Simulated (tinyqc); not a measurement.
Worked calculation: sp3 tight binding, zinc-blende lattice. Computed by tinyqc, a small Python program that keeps every step. Command: `OMP_NUM_THREADS=1 python tinyqc.py 21365 21366 out.jsonl` (the two numbers bound the seeds that draw the settings). One thread of a shared host (Intel(R) Xeon(R) Processor @ 2.60GHz), about 0.01 s of CPU time with the checks.

## Bloch Hamiltonian at k

Parameters chosen for this model: zinc-blende lattice, anion at 0, cation at a/4 (1,1,1); V = eta hbar^2 / (m d^2), hbar^2/m = 7.619964 eV angstrom^2:
```
parameter          value      unit
a               6.590000  angstrom
d               2.853554  angstrom
Es anion      -12.490000        eV
Ep anion       -6.450000        eV
Es cation     -12.490000        eV
Ep cation      -6.450000        eV
eta ss         -1.400000
eta sp          1.840000
eta pp sigma    3.240000
eta pp pi      -0.810000
V ss           -1.310113        eV
V sp            1.721863        eV
V pp sigma      3.031976        eV
V pp pi        -0.757994        eV
```

k point k (2 pi / a): -0.410000  -0.190000  -0.150000

Slater-Koster rules over the four bonds with direction cosines (l, m, n): ss V_ss; s-px l V_sp; px-s -l V_sp; px-px l^2 V_pps + (1 - l^2) V_ppp; px-py l m (V_pps - V_ppp); each times exp(i k.d).

H(k) at k (eV), lower triangle (Hermitian):
```
                      a s                 a px                 a py                 a pz
a s            -12.490000
a px             0.000000            -6.450000
a py             0.000000             0.000000            -6.450000
a pz             0.000000             0.000000             0.000000            -6.450000
c s   -3.894780+0.215981i   0.218277-2.218956i   0.532724-0.909191i   0.682640-0.709522i
c px  -0.218277+2.218956i   1.502272-0.083307i  -0.867498+0.901659i  -0.676985+1.155398i
c py  -0.532724+0.909191i  -0.867498+0.901659i   1.502272-0.083307i  -0.277387+2.819845i
c pz  -0.682640+0.709522i  -0.676985+1.155398i  -0.277387+2.819845i   1.502272-0.083307i

             c s       c px       c py       c pz
c s   -12.490000
c px    0.000000  -6.450000
c py    0.000000   0.000000  -6.450000
c pz    0.000000   0.000000   0.000000  -6.450000
```

## Levels at k

Diagonalise the Hermitian matrix.

eigenvalues (eV): -16.963131  -11.471702  -9.894576  -9.624898  -6.173197  -3.940693  -3.041636  -2.570167

weights |c|^2 of the basis functions:
```
        band 1    band 2    band 3    band 4    band 5    band 6    band 7    band 8
a s   0.476861  0.213416  0.004155  0.030101  0.248782  0.012609  0.000461  0.013615
a px  0.017273  0.111400  0.017287  0.188093  0.165080  0.431353  0.000152  0.069362
a py  0.003523  0.087239  0.166294  0.219475  0.032335  0.028224  0.277923  0.184987
a pz  0.002343  0.087945  0.312264  0.062331  0.053803  0.027815  0.221463  0.232036
c s   0.476861  0.213416  0.004155  0.030101  0.248782  0.012609  0.000461  0.013615
c px  0.017273  0.111400  0.017287  0.188093  0.165080  0.431353  0.000152  0.069362
c py  0.003523  0.087239  0.166294  0.219475  0.032335  0.028224  0.277923  0.184987
c pz  0.002343  0.087945  0.312264  0.062331  0.053803  0.027815  0.221463  0.232036
```

## Bloch Hamiltonian at L

k point L (2 pi / a): 0.500000  0.500000  0.500000

As before.

H(k) at L (eV), lower triangle (Hermitian):
```
                      a s                 a px                 a py                 a pz
a s            -12.490000
a px             0.000000            -6.450000
a py             0.000000             0.000000            -6.450000
a pz             0.000000             0.000000             0.000000            -6.450000
c s   -1.852780-1.852780i   1.405895+1.405895i   1.405895+1.405895i   1.405895+1.405895i
c px  -1.405895-1.405895i   0.714644+0.714644i  -1.786609-1.786609i  -1.786609-1.786609i
c py  -1.405895-1.405895i  -1.786609-1.786609i   0.714644+0.714644i  -1.786609-1.786609i
c pz  -1.405895-1.405895i  -1.786609-1.786609i  -1.786609-1.786609i   0.714644+0.714644i

             c s       c px       c py       c pz
c s   -12.490000
c px    0.000000  -6.450000
c py    0.000000   0.000000  -6.450000
c pz    0.000000   0.000000   0.000000  -6.450000
```

## Levels at L

As before.

eigenvalues (eV): -15.983747  -13.638984  -9.987306  -9.987306  -6.723425  -2.912694  -2.912694  -1.533844

## Bands along a path

The same steps at evenly spaced points between the labelled ones.

Bands along the path (eV):
```
k             band 1      band 2      band 3      band 4     band 5     band 6     band 7     band 8
L         -15.983747  -13.638984   -9.987306   -9.987306  -6.723425  -2.912694  -2.912694  -1.533844
L-G 0.20  -16.294555  -13.140981   -9.871673   -9.871673  -6.699093  -3.028327  -3.028327  -1.745371
L-G 0.40  -16.844775  -12.040028   -9.548571   -9.548571  -6.650168  -3.351429  -3.351429  -2.345029
L-G 0.60  -17.319045  -10.694659   -9.095206   -9.095206  -6.655207  -3.804794  -3.804794  -3.211089
L-G 0.80  -17.625248   -9.318481   -8.661428   -8.661428  -6.874194  -4.238572  -4.238572  -4.062077
G         -17.730453   -8.471318   -8.471318   -8.471318  -7.249547  -4.428682  -4.428682  -4.428682
G-X 0.20  -17.589566   -9.242125   -8.926696   -8.926696  -6.636296  -4.412014  -3.973304  -3.973304
G-X 0.40  -17.171716  -10.506602   -9.840654   -9.840654  -5.829063  -4.372620  -3.059346  -3.059346
G-X 0.60  -16.491843  -11.860682  -10.707343  -10.707343  -5.187157  -4.340318  -2.192657  -2.192657
G-X 0.80  -15.576180  -13.204020  -11.296389  -11.296389  -4.741213  -4.358587  -1.603611  -1.603611
X         -14.463269  -14.463269  -11.503294  -11.503294  -4.476731  -4.476731  -1.396706  -1.396706
X-W 0.20  -14.463269  -14.463269  -11.503294  -11.503294  -4.476731  -4.476731  -1.396706  -1.396706
X-W 0.40  -14.463269  -14.463269  -11.503294  -11.503294  -4.476731  -4.476731  -1.396706  -1.396706
X-W 0.60  -14.463269  -14.463269  -11.503294  -11.503294  -4.476731  -4.476731  -1.396706  -1.396706
X-W 0.80  -14.463269  -14.463269  -11.503294  -11.503294  -4.476731  -4.476731  -1.396706  -1.396706
W         -14.463269  -14.463269  -11.503294  -11.503294  -4.476731  -4.476731  -1.396706  -1.396706
```

With 4 band(s) filled, the highest filled level on these points lies at G and the lowest empty one at G: a gap of 1.2218 eV, direct.
